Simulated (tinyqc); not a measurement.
Mirror strength against the number of periods: longitudinal sound in a periodic multilayer: transfer matrices, stop bands and folded phonons. Computed by tinyqc, a small Python program. Command: `OMP_NUM_THREADS=1 python tinyqc.py 3024779 3024780 out.jsonl multilayer walk`. One thread of a shared host (Intel(R) Xeon(R) Processor @ 2.30GHz), about 0.01 s of CPU time with the checks.

Layers 1 and 2 repeat with period d = d_1 + d_2; waves travel normal to the layers, without loss. State vector (u, s): displacement u and stress divided by omega. Impedances Z = rho v are in 1e6 kg/(m^2 s).

Inputs (values chosen for the exercise, modelled on silica (layer 1), aluminium nitride (layer 2) and silicon (substrate)):

| quantity | value | unit |
|---|---|---|
| density rho_1 | 2.17 | g/cm^3 |
| velocity v_1 | 6070 | m/s |
| thickness d_1 | 189 | nm |
| density rho_2 | 3.2 | g/cm^3 |
| velocity v_2 | 10900 | m/s |
| thickness d_2 | 846 | nm |
| substrate density | 2.37 | g/cm^3 |
| substrate velocity | 8310 | m/s |
| frequency f | 2.65 | GHz |

Method:
- Z = rho v; interface reflection r = (Z_2 - Z_1)/(Z_2 + Z_1) (stress amplitude, from 1 into 2); Bragg frequency f_B = 1/[2 (d_1/v_1 + d_2/v_2)]; long-wave velocity v_eff = d/sqrt[(d_1/v_1)^2 + (d_2/v_2)^2 + (Z_1/Z_2 + Z_2/Z_1)(d_1/v_1)(d_2/v_2)].
- A layer maps (u, s) by [[cos p, sin p/Z], [-Z sin p, cos p]], p = 2 pi f d_i/v_i; one period is M = M_2 M_1, and cos(q d) = trace(M)/2.
- For N periods A = M^N. A wave comes from a thick layer of material 1 and leaves into the substrate (Z_s): transmitted power T = 4 Z_1 Z_s/|Z_1 A_22 + Z_s A_11 - i (Z_1 Z_s A_12 - A_21)|^2, reflected power R = 1 - T.

Bragg frequency f_B = 4.59764 GHz

Z_2 = 34.88

Z_1 = 13.1719

Z of the substrate = 19.6947

trace(M)/2 = -0.482006

Transmitted power:

| N | T at f_B | T at f_B (dB) | T at f |
|---|---|---|---|
| 1 | 0.68455 | -1.6460 | 0.59737 |
| 2 | 0.21284 | -6.7194 | 0.54209 |
| 3 | 0.049561 | -13.049 | 0.97188 |
| 4 | 0.010758 | -19.683 | 0.57748 |
| 6 | 4.8992e-04 | -33.099 | 0.97613 |
| 8 | 2.2203e-05 | -46.536 | 0.57432 |
| 12 | 4.5581e-08 | -73.412 | 0.96300 |
| 16 | 9.3573e-11 | -100.29 | 0.52020 |
| 24 | 3.9435e-16 | -154.04 | 0.86759 |

At f_B each further period removes 6.72 dB at large N; 99 % reflection needs N = 6 among these rows. At f, in a pass band, T does not decay with N. Values below about 1e-6 belong to the ideal stack: roughness and scattering into other modes, left out here, set a floor in a real one.
